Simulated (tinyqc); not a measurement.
From results back to parameters: propagation of a band-gap error through k.p and effective-mass formulas. Three cases, with inputs chosen for the exercise.

Problem. A calculation returned the electron mass below. With 1/me = 1 + Ep (E + 2 Dso/3)/(E (E + Dso)) and the given Ep and Dso, which gap E did it have, and by what factor is exp(-E/2kT) off against the gap Eg?

Constants: kB = 8.617333262e-05 eV/K.
Find: X = 1/me - 1; E; log10 of the factor.
Method. X E^2 + (X Dso - Ep) E - (2/3) Ep Dso = 0 has one positive root; the factor is exp((Eg - E)/2kT).

Case 1.

Values chosen (reference values near those of GaSb, gap at low temperature; the results hold for these values, not for the real material):
- Eg = 0.799 eV (gap at Gamma to the s-like level)
- Dso = 0.768 eV (spin-orbit splitting)
- Ep = 26.9 eV (Kane energy)
- T = 300 K (temperature)

me = 0.0619139 m0

Solution.

X = 1/me - 1 = 15.151
E = 1.582 eV
log10 of the factor = -6.58

Case 2.

Values chosen (reference values near those of GaSb, gap at low temperature; the results hold for these values, not for the real material):
- Eg = 0.809 eV (gap at Gamma to the s-like level)
- Dso = 0.748 eV (spin-orbit splitting)
- Ep = 27.1 eV (Kane energy)
- T = 300 K (temperature)

me = 0.0543644 m0

Solution.

X = 1/me - 1 = 17.394
E = 1.375 eV
log10 of the factor = -4.75

Case 3.

Values chosen (reference values near those of InP, gap at low temperature; the results hold for these values, not for the real material):
- Eg = 1.447 eV (gap at Gamma to the s-like level)
- Dso = 0.106 eV (spin-orbit splitting)
- Ep = 20.7 eV (Kane energy)
- T = 77 K (temperature)

me = 0.0442696 m0

Solution.

X = 1/me - 1 = 21.589
E = 0.926 eV
log10 of the factor = 17.05

Computed by tinyqc, one run a case: `OMP_NUM_THREADS=1 python tinyqc.py N N+1 out.jsonl` with N = 1850943, 1850955, 1851030; one thread of a shared Intel(R) Xeon(R) Processor @ 2.30GHz, about 0.01 s a run at most.
